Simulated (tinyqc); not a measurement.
Comparisons within one model: cylindrical quantum wire. A value that a table varies takes the place of the one given here.

A cylinder of radius R, isotropic masses, c = hbar^2/2m0, k = sqrt(mw E/c), kappa = sqrt(mb (V0 - E)/c). State (n, m) is J_m(k r) inside and K_m(kappa r) outside; psi and psi'/m are continuous: (k/mw) J_m'(kR)/J_m(kR) = (kappa/mb) K_m'(kappa R)/K_m(kappa R).

With hard walls E = c (x/R)^2/mw, x a zero of J_m: (1,0) 2.404826; (2,0) 5.520078; (1,1) 3.831706; (2,1) 7.015587; (1,2) 5.135622; (2,2) 8.417244; (1,3) 6.380162; (2,3) 9.761023.

Constants: hbar^2/2m0 = 3.80998211 eV angstrom^2.

Inputs chosen for the exercise (near those of an InGaAs wire in InAlAs; shifted at random, so the results belong to these values and not to a real crystal):
- V0 = 0.492 eV (barrier height)
- mw = 0.0401 m0 (mass inside)
- mb = 0.0756 m0 (mass outside)
- Rs = (36, 52, 73, 104, 146, 208, 291) angstrom (radii)
- R = 104 angstrom (radius)

## Radius

The two lowest states against R; a dash marks an unbound state.

Levels (eV):
```
R (angstrom),"(1,0)","(1,1)","(1,0), hard walls",flat well of width 2R
36,0.1734,0.4288,0.4240,0.0782
52,0.1059,0.2697,0.2032,0.0467
73,0.0637,0.1625,0.1031,0.0277
104,0.0359,0.0914,0.0508,0.0155
146,0.0200,0.0510,0.0258,0.0086
208,0.0106,0.0270,0.0127,0.0045
291,0.0057,0.0145,0.0065,0.0024
```

What does this show?

The lowest state is bound at every radius listed. (1,1) is bound at every radius listed. At the largest radius the level is 0.88 of the hard-wall value and 2.34 times that of the flat well (the hard-wall ratio is 2.34); the exponent d ln E/d ln R between the last two radii is -1.85.

## Shape and dimension

Lowest level with hard walls: film c (pi/2R)^2/mw, cylinder c (2.404826/R)^2/mw, sphere c (pi/R)^2/mw, square or cube of side a: 2 or 3 times c (pi/a)^2/mw; c = hbar^2/2m0. Finite barriers V0 with outer mass mb and psi, psi'/m continuous for film, cylinder and sphere (not separable for the square and the cube: dash).

Lowest level (eV):
```
shape,hard walls,finite barrier
"film, width 2R",0.0217,0.0155
"cylinder, radius R",0.0508,0.0359
square wire of equal area,0.0552,-
"sphere, radius R",0.0867,0.0606
cube of equal volume,0.1001,-
```

What can be read from the table?

With hard walls the levels of film, cylinder and sphere stand as 1 : 2.34 : 4.00; with the finite barrier as 1 : 2.32 : 3.91. The square lies 8.6 % above the circle of equal area and the cube 15.5 % above the sphere of equal volume: round shapes give the lowest level for a given size.

## What each parameter does

The lowest level (1,0) and its distance to V0. Each row changes one parameter from the base and keeps the others.

Results:
```
case,E (eV),V0 - E (eV),k R
base,0.0359,0.4561,2.0220
R = 114 angstrom,0.0308,0.4612,2.0513
V0 = 0.418 eV,0.0349,0.3831,1.9944
mw = 0.0441 m0,0.0337,0.4583,2.0526
mb = 0.0945 m0,0.0346,0.4574,1.9834
```

What can be read from the table?

The largest shifts from the base row, up to three for each result and ties (the steps differ in size, so this ranks the rows, not the parameters). E (eV): R -0.0052, mw -0.0023, mb -0.0014. V0 - E (eV): V0 -0.0730, R +0.0052, mw +0.0023. k R: mb -0.0386, mw +0.0305, R +0.0292.

Program tinyqc; command `OMP_NUM_THREADS=1 python tinyqc.py 1281443 1281444 out.jsonl`; about 0.02 s on one thread of a shared Intel(R) Xeon(R) Processor @ 2.30GHz.
